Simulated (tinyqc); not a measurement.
Pressure series at fixed power: global model of a low-pressure process discharge: electron temperature, density, ion flux and ion energy. Computed by tinyqc, a small Python program. Command: `OMP_NUM_THREADS=1 python tinyqc.py 3110960 3110961 out.jsonl plasma walk`. One thread of a shared host (Intel(R) Xeon(R) Processor @ 2.30GHz), about 0.01 s of CPU time with the checks.

Maxwellian electrons with temperature T_e in eV, one positive ion, no negative ions, uniform bulk density n; rate constants have the Arrhenius form.

Inputs (values chosen for the exercise, of the order of those of an inductive discharge in a simple atomic gas):

| quantity | value | unit |
|---|---|---|
| ion mass M | 40 | u |
| ionisation prefactor K0 | 7.8e-14 | m^3/s |
| ionisation energy E_iz | 16.6 | eV |
| excitation prefactor X0 | 7.6e-15 | m^3/s |
| excitation energy E_ex | 11.1 | eV |
| elastic rate constant K_el | 1.9e-13 | m^3/s |
| ion-neutral cross section | 1.1e-18 | m^2 |
| gas temperature T_g | 300 | K |
| radius R | 24 | cm |
| height L | 15 | cm |
| absorbed power P | 2200 | W |

Constants: k_B = 1.380649e-23 J/K; e = 1.602176634e-19 C; u = 1.6605390666e-27 kg; m_0 = 9.1093837015e-31 kg.

Method:
- n_g = p/(k_B T_g), lambda_i = 1/(n_g sigma), K_iz = K0 exp(-E_iz/T_e), h_L = 0.86/sqrt(3 + L/(2 lambda_i)), h_R = 0.8/sqrt(4 + R/lambda_i), A_eff = 2 pi R^2 h_L + 2 pi R L h_R and d_eff = pi R^2 L/A_eff follow p.
- Particle balance: K0 exp(-E_iz/T_e) n_g d_eff = u_B, u_B = sqrt(e T_e/M).
- E_c = E_iz + (X0 exp(-E_ex/T_e) E_ex + K_el (3 m_0/M) T_e)/K_iz; E_T = E_c + (5/2) T_e + (T_e/2) ln(M/(2 pi m_0)); n = P/(e u_B A_eff E_T); J = e h_L n u_B. Pressures without a root below 2 E_iz are left out.

Against pressure:

| p (Pa) | T_e (eV) | E_c (eV) | E_T (eV) | n (1/cm^3) | J (mA/cm^2) |
|---|---|---|---|---|---|
| 0.1 | 3.7136 | 21.39 | 48.05 | 4.8842e+11 | 9.015 |
| 0.2 | 3.0457 | 23.25 | 45.12 | 6.9312e+11 | 9.795 |
| 0.5 | 2.4391 | 27.13 | 44.64 | 1.0868e+12 | 10.090 |
| 1.0 | 2.1107 | 31.80 | 46.95 | 1.4898e+12 | 9.675 |
| 2.0 | 1.8569 | 38.93 | 52.26 | 1.9601e+12 | 8.733 |
| 5.0 | 1.6008 | 55.30 | 66.79 | 2.5640e+12 | 6.854 |
| 10.0 | 1.4494 | 78.36 | 88.77 | 2.8493e+12 | 5.163 |
| 20.0 | 1.3244 | 122.27 | 131.78 | 2.8306e+12 | 3.480 |

What does the comparison show, and why?

T_e falls from 3.71 to 1.32 eV, n changes by a factor 5.8 and J by 0.39; in J = P h_L/(A_eff E_T), E_T changes by a factor 2.74 and is least at 0.5 Pa, between wall losses at high T_e and excitation losses at low T_e.

Extremes, crossings and ranges named in words are read from the listed rows.
